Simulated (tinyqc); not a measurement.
Worked calculation: Raman shift of the zone-centre optical phonon of a diamond-structure crystal under stress. Computed by tinyqc, a small Python program that keeps every step. Command: `OMP_NUM_THREADS=1 python tinyqc.py 3021791 3021792 out.jsonl ramanstress walk`. One thread of a shared host (Intel(R) Xeon(R) Processor @ 2.30GHz), about 0.01 s of CPU time with the checks. Intermediate numbers are printed to about 6 digits and carried at full precision; extremes and crossings named in words are read from the listed rows.

Axes x, y, z are the cube axes. Strain shifts the threefold optical mode and can split it; p, q and r are the phonon deformation potentials.

Inputs (values chosen for the exercise, modelled on silicon):

| quantity | value | unit |
|---|---|---|
| unstrained frequency omega_0 | 521.7 | 1/cm |
| p/omega_0^2 | -1.89 | - |
| q/omega_0^2 | -2.35 | - |
| r/omega_0^2 | -0.724 | - |
| C11 | 163.3 | GPa |
| C12 | 63.69 | GPa |
| C44 | 78.85 | GPa |
| stress sigma (tension positive) | 0.083 | GPa |
| polarisation angle phi | 75 | degree |
| temperature coefficient d omega/dT | -0.021 | 1/(cm K) |
| local temperature T | 450 | K |
| laser wavelength | 488 | nm |

Stress state: uniaxial. Axis: [110].

Constants: h = 6.62607015e-34 J s; c = 299792458 m/s; k_B = 1.380649e-23 J/K.

## Compliances

S11 = (C11 + C12)/D, S12 = -C12/D, D = (C11 - C12)(C11 + 2 C12), S44 = 1/C44.

S11 = 7.83950 1/TPa

S12 = -2.19965 1/TPa

S44 = 12.6823 1/TPa

## Stress and strain tensors

Uniaxial stress along the unit vector n of the axis: sigma_ij = sigma n_i n_j. eps_xx = S11 sigma_xx + S12 (sigma_yy + sigma_zz), and cyclic; eps_xy = S44 sigma_xy/2 (tensor strain).

stress (GPa):
```
        x       y       z
x  0.0415  0.0415  0.0000
y  0.0415  0.0415  0.0000
z  0.0000  0.0000  0.0000
```

strain (per mille):
```
          x         y          z
x  0.234054  0.263158   0.000000
y  0.263158  0.234054   0.000000
z  0.000000  0.000000  -0.182571
```

volume strain = 0.285537 per mille

## Secular matrix and shifts

Secular matrix: M_xx = p eps_xx + q (eps_yy + eps_zz), M_xy = 2 r eps_xy; its eigenvalues are omega^2 - omega_0^2, and the shifts are these over 2 omega_0.

M/(2 omega_0) (1/cm):
```
           x          y          z
x  -0.146949  -0.099398   0.000000
y  -0.099398  -0.146949   0.000000
z   0.000000   0.000000  -0.196941
```

shifts, in rising order (1/cm): -0.246347  -0.196941  -0.047552

All three modes are split. Tension softens every mode.

## Mean shift and Grueneisen parameter

gamma = -(p + 2q)/(6 omega_0^2); the mean of the three shifts is -gamma omega_0 x (volume strain).

mode Grueneisen parameter gamma = 1.09833

mean shift = -0.163613 1/cm

## The line seen from a (001) surface

Backscattering from a (001) surface: incident polarisation (cos phi, sin phi, 0). With Raman tensors (R_z)_xy = (R_z)_yx = 1 and cyclic, only the z component u_z of a mode counts: I = u_z^2 sin^2(2 phi) for parallel and u_z^2 cos^2(2 phi) for crossed polarisers. An unresolved line sits at the intensity-weighted shift, which is M_zz/(2 omega_0).

total intensity, parallel = 0.25

total intensity, crossed = 0.75

shift of the observed line = -0.196941 1/cm

shift per stress = -2.37278 1/(cm GPa)

stress per shift = -421.447 MPa cm

The z-polarised mode is an eigenmode here, so one line is seen.

## The same stress in different states

Uniaxial: sigma n n^T; biaxial: sigma (1 - n n^T); hydrostatic: sigma 1. The line seen from (001) is taken as unresolved, at the intensity-weighted shift M_zz/(2 omega_0).

Shifts (1/cm):

| state | lowest | middle | highest | line seen from (001) |
|---|---|---|---|---|
| uniaxial [100] | -0.196941 | -0.196941 | -0.096958 | -0.196941 |
| uniaxial [110] | -0.246347 | -0.196941 | -0.047552 | -0.196941 |
| uniaxial [001] | -0.196941 | -0.196941 | -0.096958 | -0.096958 |
| uniaxial [111] | -0.296143 | -0.097348 | -0.097348 | -0.163613 |
| biaxial, normal [001] | -0.393881 | -0.293899 | -0.293899 | -0.393881 |
| biaxial, normal [111] | -0.393491 | -0.393491 | -0.194696 | -0.327226 |
| hydrostatic | -0.490839 | -0.490839 | -0.490839 | -0.490839 |

Seen from (001), uniaxial stress along [100] and along [110] give the same shift (-0.197), and equal biaxial stress in the plane gives twice as much (-0.394), since only sigma_xx + sigma_yy and sigma_zz enter M_zz. Stress along [001] gives -0.097. One measured shift therefore fixes the stress only once its state is assumed: read as uniaxial in the plane, a shift implies twice the stress that it does read as biaxial.

## Heating mistaken for stress

A temperature above 300 K shifts the line by (d omega/dT)(T - 300 K); divided by the shift per stress it poses as a stress; the total shift adds it to the shift of the observed line. The anti-Stokes to Stokes ratio is [(omega_L + omega_0)/(omega_L - omega_0)]^3 exp(-h c omega_0/(k_B T)) in photon counts, omega_L = 1/wavelength, resonance effects left out.

thermal shift = -3.15 1/cm

apparent stress from heating = 1.32756 GPa

total shift = -3.34694 1/cm

anti-Stokes/Stokes ratio = 0.219756

Heating poses as tension, 1599 % of the true stress in size; the intensity ratio gives T apart from the shift.

Checks made by the program: mean of the eigenvalues against the trace rule (relative difference below 1e-10); weighted mean of the modes against M_zz (relative difference below 1e-10).
